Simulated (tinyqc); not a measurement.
Raising U: Hubbard chain of 4 sites, mean field against exact. Computed by the program tinyqc. Collinear unrestricted mean field (the lowest of 40 random starts) against exact diagonalisation.

one-body matrix (hopping and site energies) (eV):
```
         1        2        3        4
1   0.0000  -0.6100   0.0000   0.0000
2  -0.6100   0.0000  -0.6100   0.0000
3   0.0000  -0.6100   0.0000  -0.6100
4   0.0000   0.0000  -0.6100   0.0000
```

electrons, up and down: 2  2

Exact and mean-field results (eV):
```
U            U/t    E exact  E mean field  mean |n_up - n_down|  double occupancy, exact  first gap in the sector
0.3000    0.4918  -2.443317     -2.428003                0.0000                   0.2245                   0.6706
0.6100    1.0000  -2.180973     -2.118003                0.0000                   0.1988                   0.5970
1.2200    2.0000  -1.754325     -1.523193                0.3935                   0.1521                   0.4812
1.8300    3.0000  -1.431930     -1.123615                0.6966                   0.1138                   0.3946
2.4400    4.0000  -1.191419     -0.874936                0.8199                   0.0849                   0.3296
3.6600    6.0000  -0.873481     -0.598411                0.9177                   0.0494                   0.2425
4.8800    8.0000  -0.681475     -0.452663                0.9534                   0.0312                   0.1895
7.3200   12.0000  -0.468522     -0.303578                0.9792                   0.0152                   0.1304
12.2000  20.0000  -0.285858     -0.182694                0.9925                   0.0057                   0.0796
```

What does the comparison show, and why?

In absolute terms mean field is worst at U/t = 4.0, 0.316 eV too high: at small U it is nearly exact, and at large U it misses only exchange-scale energies. Its local moments set in at U/t = 2.0 of those listed, a broken symmetry that the exact state of a finite cluster with equal spins does not have. Relative to the exact energy its error is 0.6 % at the smallest U, 36 % at most and 36 % at the largest. The double occupancy falls from 0.225 to 0.006; at the largest U the first gap is 0.65 times the exchange scale 4t^2/U.
